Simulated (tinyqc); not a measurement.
# Worked calculation: metal-interlayer-semiconductor contact, depinning against tunnelling resistance

Numbers from tinyqc (`OMP_NUM_THREADS=1 python tinyqc.py 2270078 2270079 out.jsonl`; about 0.02 s on one thread of a shared Intel Xeon 2.30GHz). Printed values are rounded.

Zero bias, n-type semiconductor. Gap states at the semiconductor surface thin out as exp(-be ti), which unpins the barrier; electrons must then cross the interlayer (a rectangular barrier, no voltage drop across it) and the parabolic depleted layer, both by WKB. Energies E are counted from the Fermi level; no image force, parabolic bands.

Inputs (values chosen for the exercise); semiconductor values close to those of silicon; interlayer mass of the order of that in lanthanum oxide, offset chosen freely: temperature T = 250 K; band gap Eg = 1.16 eV; relative permittivity eps_r = 12; electron affinity chi = 4.05 eV; conduction-band density of states at T Nc = 2.13e19 cm^-3; tunnelling mass in the semiconductor mt = 0.186 m0; Richardson mass mA = 2.01 m0; donor density Nd = 2.5e19 cm^-3; charge-neutrality level above the valence band E0 = 0.37 eV; pinning factor without interlayer S0 = 0.26; metal work function phiM = 4.29 eV; interlayer thickness ti = 0.3 nm; conduction-band offset of the interlayer above the semiconductor dE = 2.08 eV; tunnelling mass in the interlayer mi = 0.29 m0; decay constant of gap states through the interlayer be = 1.9 1/nm.

Constants: q = 1.602176634e-19 C, kB = 1.380649e-23 J/K, eps0 = 8.8541878128e-12 F/m, hbar = 1.054571817e-34 J s, h = 6.62607015e-34 J s, m0 = 9.1093837015e-31 kg, Vt = kB T/q, hbar^2/(2 m0) = 0.0380998212 eV nm^2. Results are converted to the units shown.

## Pinning, barrier and scales

S = 1/(1 + (1/S0 - 1) exp(-be ti)); phiB = S (phiM - chi) + (1 - S)(Eg - E0); xi = Ec - EF deep inside, from Nd = Nc F(-xi/Vt), F(x) = (2/sqrt(pi)) int_0^infinity sqrt(u) du/(1 + exp(u - x)); band bending U = phiB - xi; E00 = (hbar/2) sqrt(Nd/(eps0 eps_r mt m0)) in volts; A = 4 pi q mA m0 kB^2/h^3.

S = 0.383205
phiB = 0.579238 eV
xi = -0.0122485 eV
U = 0.591486 eV
E00 = 0.0621370 eV
A = 241.548 A/(cm^2 K^2)

The interlayer moves the barrier from 0.647 eV to 0.579 eV; the unpinned limit is phiM - chi = 0.240 eV. E00/Vt = 2.88: by the usual rule of thumb (0.5 to 5) thermionic-field emission.

## Exponents and integrand on an energy grid

```
point,E (eV)
0,-0.01
1,0.025
2,0.06
3,0.095
4,0.13
5,0.165
6,0.2
7,0.235
8,0.27
9,0.305
10,0.34
11,0.375
12,0.41
```

With U = phiB - xi: for xi < E < phiB, y = (E - xi)/U and G1 = (U/E00) [sqrt(1 - y) - y ln((1 + sqrt(1 - y))/sqrt(y))], G1 = 0 above phiB; G2 = 2 ti sqrt(mi max(phiB + dE - E, 0)/C), C = hbar^2/(2 m0); f = 1/(1 + exp(E/Vt)); integrand exp(-G1 - G2) f.

```
point,G1,G2,f,integrand (1e-6)
0,9.37509,2.70447,0.614005,3.48407
1,7.97986,2.68668,0.238585,5.56190
2,6.92775,2.66877,0.0581355,3.95117
3,6.02717,2.65074,0.0120126,2.04581
4,5.22988,2.63259,0.00238933,0.91970
5,4.51283,2.61431,4.71565e-4,0.37867
6,3.86261,2.59591,9.29260e-5,0.14563
7,3.27061,2.57737,1.83063e-5,0.05283
8,2.73101,2.55869,3.60610e-6,0.01819
9,2.23982,2.53988,7.10347e-7,0.00597
10,1.79435,2.52093,1.39927e-7,0.00187
11,1.39296,2.50184,2.75634e-8,0.00056
12,1.03498,2.48260,5.42955e-9,0.00016
```

## Contact resistivity

1/rho_c = (A T^2/Vt^2) I, with I the trapezoid sum of the integrand over the grid.

I = 5.18854e-7 eV
rho_c = 5.9251e-5 ohm cm^2

A fine grid from xi upwards gives rho_c = 5.699e-5 ohm cm^2; the coarse value is 4.0 % above it. The integrand peaks at E = 0.022 eV, and under 0.001 % of the current flows above phiB. Tunnelling through the interlayer costs a factor of 14.5 at this barrier height; the bare contact (ti = 0) has rho_c = 1.10e-5 ohm cm^2, so with the interlayer rho_c is 5.16 times that.
